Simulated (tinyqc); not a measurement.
## Inductance and parasitic capacitance from two readings

Problem. A loss-free coil L in parallel with C shows the apparent inductance L/(1 - w^2 L C), w = 2 pi f. Find L, C and the self-resonance 1/(2 pi sqrt(L C)).

apparent inductance at 14 and 25 GHz (nH): [0.96740831, 1.9025786]

Solution. The inverse of the reading is 1/L - w^2 C, a straight line in w^2.

L = 0.7900 nH
C = 30.00 fF
self-resonance = 32.69 GHz

Program tinyqc, `OMP_NUM_THREADS=1 python tinyqc.py 2302022 2302023 out.jsonl`; Intel Xeon 2.30GHz, shared host, one thread, about 0.01 s.
